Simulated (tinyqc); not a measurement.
Parabolic quantum dot in a magnetic field (Fock-Darwin), step by step. Values are carried at full precision from step to step, so a last printed digit may differ when a step is redone from the rounded ones.

Two dimensions, V = m w0^2 r^2/2, one valley. hbar wc = 2 muB B/m, W = sqrt(w0^2 + wc^2/4), E(n, l, s) = (2n + |l| + 1) hbar W - l hbar wc/2 + s gs muB B, n = 0, 1, ..., l = 0, +/-1, ..., s = +/-1/2; length lam = sqrt(2c/(m hbar W)), c = hbar^2/2m0.

Constants: muB = 5.788381798e-05 eV/T; hbar^2/2m0 = 3.80998211 eV angstrom^2; e^2/(4 pi eps0) = 14.39964547 eV angstrom.

Parameters, chosen for this exercise (near those of a gate-defined dot in GaAs; shifted at random, so the results belong to these values and not to a real crystal): m = 0.0665 m0 (mass); gs = -0.42 (g factor); w0 = 7.9 meV (confinement energy hbar w0); B = 2.19 T (magnetic field); Ec = 1.7 meV (charging energy e^2/C); eps = 12.7 (dielectric constant).

## Energy and length scales

Give hbar wc, hbar W, the two mode energies hbar W +/- hbar wc/2, the Zeeman energy |gs| muB B and lam.

hbar wc = 3.8125 meV
hbar W = 8.1267 meV

modes (meV): [10.0330, 6.2205]

Zeeman energy = 0.0532 meV
lam = 118.7 angstrom

The product of the modes is w0^2 = 62.41 meV^2 at any field. These two lines are all that far-infrared light sees, whatever the number of electrons (Kohn theorem).

## Orbital levels

The eight lowest (n, l) from E = (2n + |l| + 1) W - l wc/2.

Levels:
```
(n,l)   E (meV)
(0,0)     8.127
(0,1)    14.347
(0,-1)   18.160
(0,2)    20.568
(1,0)    24.380
(0,3)    26.788
(0,-2)   28.193
(1,1)    30.601
```

## Addition spectrum

Constant interaction: mu(N) = E_N + (N - 1/2) Ec with the spin-resolved levels filled in order; the addition energy is mu(N + 1) - mu(N).

Filling:
```
N   state added  E_N (meV)  mu(N) (meV)  addition energy (meV)
1        (0,0)+      8.100        8.950                  1.753
2        (0,0)-      8.153       10.703                  7.867
3        (0,1)+     14.321       18.571                  1.753
4        (0,1)-     14.374       20.324                  5.459
5       (0,-1)+     18.133       25.783                  1.753
6       (0,-1)-     18.186       27.536                  4.055
7        (0,2)+     20.541       31.591                  1.753
8        (0,2)-     20.594       33.344                  5.459
9        (1,0)+     24.354       38.804                  1.753
10       (1,0)-     24.407       40.557                  4.055
```

The largest addition energy falls at N = 2; at zero field it peaks at the closed shells 2, 6 and 12. Exchange, which the model lacks, would favour parallel spins near level crossings. Ec is an independent input that includes screening by the gates.

## Singlet and triplet of two electrons

Two electrons, first order in the Coulomb energy: the singlet (0,0)^2 has 2W + J0 and the lowest triplet (0,0)(0,1) has 3W - wc/2 + J0/2 - Ez, with J0 = sqrt(pi/2) q/(eps lam), q = e^2/(4 pi eps0), Ez = |gs| muB B.

Give J0, the triplet less the singlet, and J0/W.

J0 = 11.967 meV
E(T) - E(S) = 0.184 meV
J0/W = 1.47

The singlet is lower at this order. J0 exceeds W, so first order overstates the interaction and the result is only a guide.

## The same without perturbation theory

Exact treatment: the centre of mass separates with energy W, and the relative motion obeys [-(2c/m) Laplacian + (2c/m) r^2/(2 lam^2)^2 + q/(eps r)] psi = e_l psi for angular number l, solved in 14 Gaussians r^l exp(-a r^2), a = 1.7^i/(4 lam^2), i = -3 to 10. E(S) = W + e_0, E(T) = W + e_1 - wc/2 - Ez.

Solve for e_0 and e_1.

e_0, e_1 (meV): [17.39, 21.90]

first-order values W + J0 and 2W + J0/2 (meV): [20.09, 22.24]

E(T) - E(S), exact = 2.56 meV

First order overshoots e_0 by 2.71 meV and e_1 by only 0.33 meV, since the singlet gains more by keeping the electrons apart; it therefore favours the triplet by 2.37 meV too much. Of these two the singlet is lower, as first order says.

## Checks

- e_0 at W = 2 Ry m/eps^2, where it is exactly 2W, as a ratio e_0/W: both 2.000.
- Level (0,1) from the radial equation by finite differences against the formula, meV: both 14.35.

(tinyqc, `OMP_NUM_THREADS=1 python tinyqc.py 1251638 1251639 out.jsonl`, Intel(R) Xeon(R) Processor @ 2.30GHz, 1 thread, shared host, about 0.08 s.)
